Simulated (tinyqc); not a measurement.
Eight-band Kane k.p model: sweeps and comparisons. A value that a table varies takes the place of the one given here.

Eight-band Kane model, basis S, X, Y, Z times spin, zero of energy at the top of the unstrained valence band, c = hbar^2/2m0. Within each spin: H_SS = Eg + A c k^2, H_SX = i P kx (likewise Y, Z), H_XX = -Dso/3 + L kx^2 + M (ky^2 + kz^2), H_XY = N kx ky, and cyclic. Spin-orbit term (Dso/3) L.sigma on X, Y, Z with (L_k)_ij = -i epsilon_kij: <X+|H|Y+> = -i Dso/3, <X+|H|Z-> = Dso/3, <Y+|H|Z-> = -i Dso/3, <Z+|H|X-> = -Dso/3, <Z+|H|Y-> = i Dso/3, <X-|H|Y-> = i Dso/3, and their conjugates; + and - are the spin along z. Terms from inversion asymmetry are left out, so every level is twofold.

P = sqrt(Ep c); A = 1/me - Ep (Eg + 2 Dso/3)/(Eg (Eg + Dso)) keeps the electron mass; g1' = g1 - Ep/(3 Eg), g2' = g2 - Ep/(6 Eg), g3' = g3 - Ep/(6 Eg) remove the coupling to S that the Luttinger values already hold; L = -c (g1' + 4 g2'), M = -c (g1' - 2 g2'), N = -6 c g3'.

Constants: hbar^2/2m0 = 3.80998211 eV angstrom^2.

Values chosen for the exercise (near those of InAs; the results hold for these values, not for the real material): Eg = 0.408 eV (gap at Gamma to the s-like level); Dso = 0.405 eV (spin-orbit splitting); Ep = 22.4 eV (Kane energy); me = 0.0273 m0 (electron mass at Gamma); g1 = 19.76 (Luttinger gamma1); g2 = 8.45 (gamma2); g3 = 9.1 (gamma3); kmax = 0.1 1/angstrom (end of the path).

## Non-parabolicity of the conduction band

Unstrained, along [001], six points up to kmax. Parabolic: E = c k^2/me. Two-band form: E (1 + alpha E) = c k^2/me with alpha = (1 - me)^2/Eg. The column alpha(k) solves that form for alpha with the eight-band energy. Energies from the conduction edge.

Energies:

| \|k\| (1/angstrom) | parabolic (eV) | two-band (eV) | eight-band (eV) | alpha(k) (1/eV) | parabolic / eight-band |
|---|---|---|---|---|---|
| 0.0167 | 0.0388 | 0.0358 | 0.0354 | 2.711 | 1.096 |
| 0.0333 | 0.1551 | 0.1211 | 0.1169 | 2.789 | 1.326 |
| 0.0500 | 0.3489 | 0.2282 | 0.2151 | 2.891 | 1.622 |
| 0.0667 | 0.6203 | 0.3447 | 0.3174 | 3.005 | 1.954 |
| 0.0833 | 0.9692 | 0.4659 | 0.4194 | 3.126 | 2.311 |
| 0.1000 | 1.3956 | 0.5896 | 0.5192 | 3.251 | 2.688 |

alpha = 2.319 1/eV

At the last point the parabola lies a factor 2.69 above the eight-band value, and the two-band form 70.3 meV above it. Even the first point is more than 5 % off the parabola. alpha(k) goes from 2.711 to 3.251 1/eV, a spread of 19.9 % over this range; the simple rule gives 2.319, 14 % below the first value, as it knows neither Dso nor the remote terms.

## Four, six or eight bands for the holes

Unstrained, along [111]. Six bands: the X, Y, Z block alone with the full g1, g2, g3 in L, M, N. Four bands: the same with Dso sent to infinity. HH, LH and SO name the pairs from the top.

Valence levels (eV):

| \|k\| (1/angstrom) | HH 4 | HH 6 | HH 8 | LH 4 | LH 6 | LH 8 | SO 6 | SO 8 |
|---|---|---|---|---|---|---|---|---|
| 0.0167 | -0.0017 | -0.0017 | -0.0017 | -0.0402 | -0.0383 | -0.0361 | -0.4278 | -0.4167 |
| 0.0333 | -0.0066 | -0.0066 | -0.0066 | -0.1607 | -0.1278 | -0.1134 | -0.5216 | -0.4571 |
| 0.0500 | -0.0149 | -0.0149 | -0.0149 | -0.3616 | -0.2062 | -0.1884 | -0.7485 | -0.5388 |
| 0.0667 | -0.0264 | -0.0264 | -0.0264 | -0.6428 | -0.2527 | -0.2427 | -1.1297 | -0.6670 |
| 0.0833 | -0.0413 | -0.0413 | -0.0413 | -1.0044 | -0.2840 | -0.2812 | -1.6482 | -0.8322 |
| 0.1000 | -0.0594 | -0.0594 | -0.0594 | -1.4463 | -0.3109 | -0.3126 | -2.2932 | -1.0236 |

At |k| = 0.1000 the heavy holes of the three models span 0.0 meV and the light holes 1135.4 meV. The split-off band moves the light hole by +1135.4 meV and treating the conduction band exactly moves it by -1.7 meV more; the split-off band matters more here, where the four-band light-hole energy is 3.57 times Dso and 3.54 times Eg. The four-band light hole has even passed below -Dso = -0.405 eV, where that model has no meaning.

## What each parameter does

Unstrained; levels at |k| = kmax along [001], all derived values formed anew. Each row changes one parameter from the base and keeps the others.

Results:

| case | conduction (eV) | heavy hole (eV) | light hole (eV) | split-off (eV) |
|---|---|---|---|---|
| base | 0.9272 | -0.1090 | -0.3584 | -0.9725 |
| Eg = 0.4488 eV | 0.9542 | -0.1090 | -0.3521 | -1.0116 |
| Dso = 0.4455 eV | 0.9322 | -0.1090 | -0.3784 | -0.9813 |
| Ep = 24.64 eV | 0.9963 | -0.1090 | -0.3677 | -0.9976 |
| me = 0.03 m0 | 0.8634 | -0.1090 | -0.3648 | -1.0278 |
| g1 = 21.736 | 0.8923 | -0.1843 | -0.4296 | -1.0170 |
| g2 = 7.605 | 0.9886 | -0.1734 | -0.4160 | -0.9118 |
| g3 = 8.19 | 0.9272 | -0.1090 | -0.3584 | -0.9725 |

The largest shifts from the base row, up to three for each result and ties (the steps differ in size, so this ranks the rows, not the parameters). conduction (eV): Ep +0.0691, me -0.0639, g2 +0.0614; unchanged at the printed digits by g3. heavy hole (eV): g1 -0.0753, g2 -0.0644; unchanged at the printed digits by Eg, Dso, Ep, me and g3. light hole (eV): g1 -0.0712, g2 -0.0577, Dso -0.0200; unchanged at the printed digits by g3. split-off (eV): g2 +0.0607, me -0.0553, g1 -0.0445; unchanged at the printed digits by g3.

Computed by tinyqc, a small Python program: `OMP_NUM_THREADS=1 python tinyqc.py 1050355 1050356 out.jsonl` (the numbers bound the seed that draws the inputs); one thread of a shared host (Intel(R) Xeon(R) Processor @ 2.30GHz), about 0.01 s for the whole set of steps.
